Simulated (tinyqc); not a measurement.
Exchange-split free-electron bands and tunnelling magnetoresistance: one step. Transmissions. Five cases, with inputs chosen for the exercise.

Task: Evaluate kappa and the three T.

Barrier: kappa = sqrt(mb phi/c), c = hbar^2/2m0. With a = k1/m, b = k2/m, w = kappa/mb, the transmission at normal incidence is T(k1, k2) = 4 a b w^2/[w^2 (a + b)^2 + (w^2 + a^2)(w^2 + b^2) sinh^2(kappa d)]. Parallel: G_P = T(up, up) + T(dn, dn); antiparallel: G_AP = 2 T(up, dn); TMR = (G_P - G_AP)/G_AP. Julliere: TMR = 2 P^2/(1 - P^2). Slonczewski factor: P_eff = P_k (w^2 - a_up a_dn)/(w^2 + a_up a_dn), P_k = (k_up - k_dn)/(k_up + k_dn).

Constants: hbar^2/2m0 = 3.80998211 eV angstrom^2.

Case 1.

Values chosen: m = 1.28 m0 (mass in the electrodes); mb = 0.33 m0 (mass in the barrier); phi = 2.93 eV (barrier height above EF); d = 12.7 angstrom (barrier thickness).

k_up, k_dn (1/angstrom): 1.726743  0.820731

Case 2.

Values chosen: m = 1.02 m0 (mass in the electrodes); mb = 0.54 m0 (mass in the barrier); phi = 1.14 eV (barrier height above EF); d = 7.9 angstrom (barrier thickness).

k_up, k_dn (1/angstrom): 1.017874  0.429797

Case 3.

Values chosen: m = 1.13 m0 (mass in the electrodes); mb = 0.83 m0 (mass in the barrier); phi = 2.06 eV (barrier height above EF); d = 14.4 angstrom (barrier thickness).

k_up, k_dn (1/angstrom): 1.324510  0.470063

Case 4.

Values chosen: m = 1.1 m0 (mass in the electrodes); mb = 0.99 m0 (mass in the barrier); phi = 2.71 eV (barrier height above EF); d = 10.1 angstrom (barrier thickness).

k_up, k_dn (1/angstrom): 1.328719  0.946816

Case 5.

Values chosen: m = 0.94 m0 (mass in the electrodes); mb = 0.56 m0 (mass in the barrier); phi = 2.6 eV (barrier height above EF); d = 14.9 angstrom (barrier thickness).

k_up, k_dn (1/angstrom): 1.382781  0.452524

Give: kappa; kappa d; T.

Result:

Case 1.

kappa = 0.5038 1/angstrom
kappa d = 6.398

T: up-up 1.092e-05, dn-dn 5.655e-06, up-dn 7.860e-06

The majority channel transmits more, by a factor 1.93; the common factor exp(-2 kappa d) is 2.77e-06.

Case 2.

kappa = 0.4020 1/angstrom
kappa d = 3.176

T: up-up 0.006394, dn-dn 0.005123, up-dn 0.005717

The majority channel transmits more, by a factor 1.25; the common factor exp(-2 kappa d) is 0.00174.

Case 3.

kappa = 0.6699 1/angstrom
kappa d = 9.647

T: up-up 1.459e-08, dn-dn 1.109e-08, up-dn 1.272e-08

The majority channel transmits more, by a factor 1.32; the common factor exp(-2 kappa d) is 4.18e-09.

Case 4.

kappa = 0.8392 1/angstrom
kappa d = 8.475

T: up-up 1.538e-07, dn-dn 1.739e-07, up-dn 1.635e-07

The minority channel transmits more, by a factor 1.13; the common factor exp(-2 kappa d) is 4.35e-08.

Case 5.

kappa = 0.6182 1/angstrom
kappa d = 9.211

T: up-up 3.683e-08, dn-dn 2.145e-08, up-dn 2.811e-08

The majority channel transmits more, by a factor 1.72; the common factor exp(-2 kappa d) is 9.99e-09.

Computed by tinyqc, one run a case: `OMP_NUM_THREADS=1 python tinyqc.py N N+1 out.jsonl` with N = 1652041, 1652045, 1652174, 1652325, 1652565; one thread of a shared Intel(R) Xeon(R) Processor @ 2.30GHz, about 0.01 s a run at most.
